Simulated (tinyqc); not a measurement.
Trap and transport parameters from the curve.

Question. A layer shows an ohmic current q n0 mu V/L, then a square law (9/8) th eps0 eps_r mu V^2/L^3 above Vx = 8 q n0 L^2/(9 th eps0 eps_r), and trap filling at V_TFL = q Nt L^2/(2 eps0 eps_r). th = y/(1 + y), y = (Nc/Nt) exp(-Et/kB T). The square-law current at V is given. Find th, n0, Nt and Et.

Values chosen for this exercise:
- T = 300 K (temperature)
- eps_r = 7.2 (relative permittivity)
- mu = 0.0017 cm^2/(V s) (mobility)
- L = 1100 nm (thickness)
- Nc = 3.2e20 cm^-3 (band density of states)
- V = 5.7 V (voltage)

Constants: q = 1.602176634e-19 C, kB = 1.380649e-23 J/K, Vt = kB T/q, eps0 = 8.8541878128e-14 F/cm where lengths are in cm. Results are converted to the units shown.

Mott-Gurney J = 2.2624701e-5 A/cm^2
Vx = 0.22045766 V
V_TFL = 56.258256 V

Solution. The square law gives th, Vx gives n0, V_TFL gives Nt, and th with Nt gives Et.

th = 7.60e-4
n0 = 6.20e10 cm^-3
Nt = 3.70e16 cm^-3
Et = 0.420 eV

Program tinyqc, `OMP_NUM_THREADS=1 python tinyqc.py 2370093 2370094 out.jsonl`; Intel Xeon 2.30GHz, shared host, one thread, about 0.01 s.
